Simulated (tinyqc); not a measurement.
Surface potential of a MOS transistor: implicit equation and explicit approximations: two steps of the calculation.

p-type body, charge-sheet picture, depletion and inversion only, full ionisation (an idealisation for deep acceptors), Boltzmann statistics (rough once Na exp(x - xn) passes about Nc/7). In units of Vt: xg = (Vg - Vfb)/Vt, x = psi/Vt, G = gamma/sqrt(Vt), xn = (2 phiF + Vc)/Vt. The implicit equation is (xg - x)^2 = G^2 [x - 1 + exp(x - xn)] for x above about 3. Cox = eps0 eox/tox.

Values chosen for this exercise; band and dielectric values those of a made-up semiconductor:
```
symbol,value,unit,meaning
T,400,K,temperature
Eg,0.875,eV,band gap
eps_r,9.94,,relative permittivity
Nc,5.33e19,cm^-3,conduction-band density of states at T
Nv,4.74e19,cm^-3,valence-band density of states at T
eox,3.9,,relative permittivity of the gate insulator (close to silicon dioxide)
tox,10,nm,insulator thickness
Na,1.4e18,cm^-3,acceptor density
Vfb,-0.48,V,flat-band voltage
Vc,1,V,channel-body voltage
Vg,3.9,V,gate-body voltage
```

Constants: q = 1.602176634e-19 C, kB = 1.380649e-23 J/K, Vt = kB T/q, eps0 = 8.8541878128e-14 F/cm where lengths are in cm. Results are converted to the units shown.

Task 1. Scales. ni = sqrt(Nc Nv) exp(-Eg/(2 Vt)), Eg in volts; phiF = Vt ln(Na/ni); gamma = sqrt(2 q eps0 eps_r Na)/Cox; VT = Vfb + Vt (xn + G sqrt(xn - 1)).

Find: phiF; gamma; G; xn; VT; xg.

Result 1.

phiF = 0.31407 V
gamma = 1.8197 V^0.5
G = 9.8010
xn = 47.235
VT = 3.4453 V
xg = 127.07

Task 2. New x. D = exp(x - xn), f = (xg - x)^2 - G^2 (x - 1 + D), f' = -2 (xg - x) - G^2 (1 + D), x(new) = x - f/f'.

x at the start = 55.03
G = 9.8010362
xn = 47.234565
xg = 127.06947

Wanted: D; f; f'; x after iteration 1.

Result 2.

D = 2429.5
f = -2.3338e5
f' = -2.3362e5
x after iteration 1 = 54.031

tinyqc, about 0.01 s, one thread, Intel Xeon 2.30GHz (shared host): `OMP_NUM_THREADS=1 python tinyqc.py 2122242 2122243 out.jsonl`
